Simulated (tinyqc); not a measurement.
Buckled dimers of a reconstructed (001) surface, two dangling bonds a dimer, step by step. Values are carried at full precision from step to step, so a last printed digit may differ when a step is redone from the rounded ones.

In a dimer one atom moves up by z and the other down by z; the dangling bond of the up atom (more s-like) falls by gm z and that of the down atom rises by gm z. With all dimers tilted alike: H(k) = [[-gm z - 2 ta cos k, -tp - 2 tx cos k], [., gm z - 2 ta cos k]], k along the row in 1/a. Two electrons a dimer fill the lowest N of the 2N levels on the mesh k_j = (j + 1/2) pi/N. Total energy a dimer: W(z) = (2/N) sum of the filled levels + kf z^2. Repulsion between electrons is left out.

Constants: kB = 8.617333262e-05 eV/K.

Inputs chosen for the exercise (of the size met on Si(001); not measured data): tp = 0.41 eV (pi coupling inside a dimer); ta = 0.18 eV (coupling between like atoms along the row); tx = 0.01 eV (diagonal coupling along the row); gm = 1.86 eV/angstrom (shift of a dangling bond with height); z = 0.31 angstrom (a trial buckling); k = 0.17 pi/a (wave vector along the row); kf = 4.7 eV/angstrom^2 (force constant of buckling); N = 8 (k points).

## One k point at the trial buckling

Form H, its levels and the weight of the lower one on the up atom, (1 + gm z/sqrt((gm z)^2 + h^2))/2 with h the off-diagonal element; k is given in pi/a.

H (eV), rows up, down and columns alike:
$$\begin{pmatrix}
-0.8865 & -0.4272 \\
-0.4272 & 0.2667
\end{pmatrix}$$

levels (eV): [-1.0275, 0.4078]

weight on the up atom = 0.9017

## The bands on the mesh

Both levels at each k_j for the trial z, and W(z).

Levels (eV):
```
j  k (pi/a)    lower   upper
0    0.0625  -1.0721  0.3660
1    0.1875  -1.0166  0.4179
2    0.3125  -0.9140  0.5140
3    0.4375  -0.7800  0.6395
4    0.5625  -0.6350  0.7755
5    0.6875  -0.5011  0.9011
6    0.8125  -0.3987  0.9973
7    0.9375  -0.3432  1.0494
```

band energy = -1.4152 eV
elastic energy = 0.4517 eV
W = -0.9635 eV

The lower band is full and the upper empty.

## An isolated dimer

For ta = tx = 0, W = -2 sqrt(tp^2 + (gm z)^2) + kf z^2. It buckles if gm^2/kf > tp; then sqrt(tp^2 + (gm z)^2) = gm^2/kf, the gap is twice that, and the gain is (gm^2/kf - tp)^2 kf/gm^2.

gm^2/kf = 0.7361 eV
buckling z = 0.3287 angstrom
gap = 1.4722 eV
gain = 0.1445 eV

The pi bond is too weak to resist: the dimer tilts and charge moves to the up atom.

## The row at its minimum

Minimise W over z from 0 to 1 angstrom. Gap: lowest upper level less highest lower level on 201 points from 0 to pi (negative: overlap). Charge moved to the up atom: the mean of gm z/sqrt((gm z)^2 + h^2) over the mesh, valid for a full lower band.

z = 0.3287 angstrom
gain over flat dimers = 0.1446 eV

gap (eV): flat 0.1000, at the minimum 0.7525

charge moved = 0.830 e

With these values the flat row already has a gap and buckling widens it; fuller one-electron models of Si(001) and Ge(001) find the flat dimers metallic. Per dimer, the gain is also the barrier for flipping the whole row together in this picture, 5.6 kT at 300 K.

## Checks

- Buckling of an isolated dimer from the formula against numerical minimisation: both 0.3287.

Run: tinyqc, `OMP_NUM_THREADS=1 python tinyqc.py 1480488 1480489 out.jsonl`; Intel(R) Xeon(R) Processor @ 2.30GHz, one thread, shared host; about 0.03 s of CPU time with all checks.
